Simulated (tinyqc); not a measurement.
Elastic trap-assisted tunnelling through a dielectric: two steps of the calculation.

Emitter at x = 0 (Fermi level 0), collector at x = t (Fermi level -V), band edge U(x) = phi - F x, F = V/t. A trap at x has the energy E = U(x) - Et. With G(u) = (4/(3 F)) sqrt(mo/C) max(u, 0)^1.5, C = hbar^2/(2 m0): S1 = G(phi - E) - G(Et), S2 = G(Et) - G(phi - V - E), T1,2 = exp(-S1,2). The steady rate through one trap is nu T1 T2 (f1 - f2)/(T1 + T2), f1 = f(E), f2 = f(E + V), f(y) = 1/(1 + exp(y/Vt)); both contacts offer states at E.

Parameters, values chosen for the exercise; dielectric values close to those of silicon dioxide: temperature T = 350 K; barrier above the emitter Fermi level phi = 3.07 eV; tunnelling mass mo = 0.52 m0; thickness t = 3.5 nm; trap depth below the band edge of the dielectric Et = 2.16 eV; trap density Nt = 4.9e17 cm^-3; attempt frequency nu = 1e13 1/s; points of the grid n = 9; voltage V = 2.13 V; left end of the grid xa = 0.99 nm; right end of the grid xb = 2.1 nm.

Constants: q = 1.602176634e-19 C, kB = 1.380649e-23 J/K, hbar = 1.054571817e-34 J s, m0 = 9.1093837015e-31 kg, Vt = kB T/q, hbar^2/(2 m0) = 0.0380998212 eV nm^2. Results are converted to the units shown.

Problem 1. Rate through a trap near the best position. n equally spaced x from xa to xb, where nearly all of the current flows; J = q Nt times the integral of the rate, by Simpson's rule.

Wanted: x; E; S1; S2; f1 - f2; rate; J.

Solution 1.

| point | x (nm) | E (eV) | S1 | S2 | f1 - f2 | rate (1/s) |
|---|---|---|---|---|---|---|
| 0 | 0.9900 | 0.30751 | 11.469 | 21.624 | 3.7323e-5 | 0.15169 |
| 1 | 1.1287 | 0.22307 | 13.185 | 20.782 | 6.1319e-4 | 5.7815 |
| 2 | 1.2675 | 0.13864 | 14.928 | 19.888 | 0.0099856 | 228.50 |
| 3 | 1.4062 | 0.05420 | 16.696 | 18.947 | 0.14223 | 7602.1 |
| 4 | 1.5450 | -0.03024 | 18.489 | 17.959 | 0.73159 | 43014 |
| 5 | 1.6838 | -0.11468 | 20.306 | 16.928 | 0.97817 | 14358 |
| 6 | 1.8225 | -0.19912 | 22.148 | 15.854 | 0.99864 | 2399.1 |
| 7 | 1.9612 | -0.28356 | 24.013 | 14.740 | 0.99992 | 372.54 |
| 8 | 2.1000 | -0.36800 | 25.902 | 13.587 | 0.99999 | 56.337 |

J = 6.5608e-5 A/cm^2

Problem 2. The best-placed trap against direct tunnelling. At x = xs: E, S1, S2 and the occupation (T1 f1 + T2 f2)/(T1 + T2). Direct tunnelling at E = 0 has S = (4/(3 F)) sqrt(mo/C) [phi^1.5 - max(phi - V, 0)^1.5].

xs = 1.54 nm

Find: E; S1; S2; occupation; S of direct tunnelling.

Solution 2.

E = -0.027200 eV
S1 = 18.424
S2 = 17.996
occupation = 0.28073
S of direct tunnelling = 36.162

Range of the model: Phonon-assisted (inelastic) capture, chains of traps and a spread of trap depths are left out.

Numbers from tinyqc (`OMP_NUM_THREADS=1 python tinyqc.py 2370069 2370070 out.jsonl`; about 0.05 s on one thread of a shared Intel Xeon 2.30GHz).
